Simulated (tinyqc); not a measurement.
## Offset from the accumulated charge

Problem. Layer 1 (x < 0) accumulates electrons and layer 2 (x > 0) is depleted. Boltzmann statistics. Sheet densities from the first integral: Q1 = sqrt((2 eps0 eps_r Vt N1/q)(exp(u1) - u1 - 1)) extra electrons, Q2 = sqrt((2 eps0 eps_r Vt N2/q)(exp(-u2) + u2 - 1)) missing ones, u = V/Vt; neutrality Q1 = Q2 + si. V1 + V2 = dE + Vt ln[(N2/Nc2)/(N1/Nc1)]. Find V1, V2 and dE.

Inputs (values chosen for the exercise); values of the order of III-V alloys: temperature T = 300 K; relative permittivity of both layers eps_r = 12.8; density of states of the narrow-gap layer 1 Nc1 = 2.2e17 cm^-3; density of states of the wide-gap layer 2 Nc2 = 5.2e17 cm^-3; donor density in layer 1 N1 = 2.4e15 cm^-3; donor density in layer 2 N2 = 9.9e15 cm^-3; fixed charge at the interface si = 0 cm^-2.

Constants: q = 1.602176634e-19 C, kB = 1.380649e-23 J/K, Vt = kB T/q, eps0 = 8.8541878128e-14 F/cm where lengths are in cm. Results are converted to the units shown.

Q1 = 1.4163554e11 cm^-2

Answer. Each sheet density rises steadily with its bending, so Q1 fixes V1 and Q2 = Q1 - si fixes V2.

V1 = 0.08535 V
V2 = 0.1690 V
dE = 0.2400 eV

Numbers from tinyqc (`OMP_NUM_THREADS=1 python tinyqc.py 2410174 2410175 out.jsonl`; about 0.1 s on one thread of a shared Intel Xeon 2.30GHz).
